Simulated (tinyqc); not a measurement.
Tunnelling through a gate dielectric, WKB transmission and Tsu-Esaki current: one step of the calculation.

Electrons leave the emitter at x = 0. Energies E (motion across the layers) are in eV from the emitter Fermi level; the collector Fermi level lies at -V and offers states at every E. No charge in the dielectric and no image force: F1 = V/t1, U = phi1 - F1 x. With C = hbar^2/(2 m0), kappa = sqrt(m (U - E)/C) where U > E and 0 elsewhere; T(E) = exp(-S), S = 2 times the integral of kappa over x.

Task. WKB exponent by the midpoint rule. Cut each layer into nc equal cells, take U and kappa at the cell centres, and sum S = 2 sum kappa h.

Parameters, values chosen for the exercise; dielectric values close to those of aluminium oxide:
```
symbol  value  unit                                                        meaning
phi1      2.7    eV  barrier of layer 1 above the emitter Fermi level at zero bias
m1       0.41    m0                                     tunnelling mass of layer 1
t1          2    nm                                           thickness of layer 1
V         1.1     V                                  voltage across the dielectric
E           0    eV                                energy of the electron followed
nc          9                                                  cells in each layer
```

Constants: q = 1.602176634e-19 C, hbar = 1.054571817e-34 J s, m0 = 9.1093837015e-31 kg, hbar^2/(2 m0) = 0.0380998212 eV nm^2. Results are converted to the units shown.

Give: x; U; kappa; S; T(E).

Result.

| cell | x (nm) | U (eV) | kappa (1/nm) |
|---|---|---|---|
| 0 | 0.1111 | 2.6389 | 5.3289 |
| 1 | 0.3333 | 2.5167 | 5.2041 |
| 2 | 0.5556 | 2.3944 | 5.0761 |
| 3 | 0.7778 | 2.2722 | 4.9449 |
| 4 | 1.0000 | 2.1500 | 4.8101 |
| 5 | 1.2222 | 2.0278 | 4.6713 |
| 6 | 1.4444 | 1.9056 | 4.5284 |
| 7 | 1.6667 | 1.7833 | 4.3807 |
| 8 | 1.8889 | 1.6611 | 4.2279 |

S = 19.188
T(E) = 4.6437e-9

Program tinyqc, `OMP_NUM_THREADS=1 python tinyqc.py 2540029 2540030 out.jsonl`; Intel Xeon 2.30GHz, shared host, one thread, about 0.03 s.
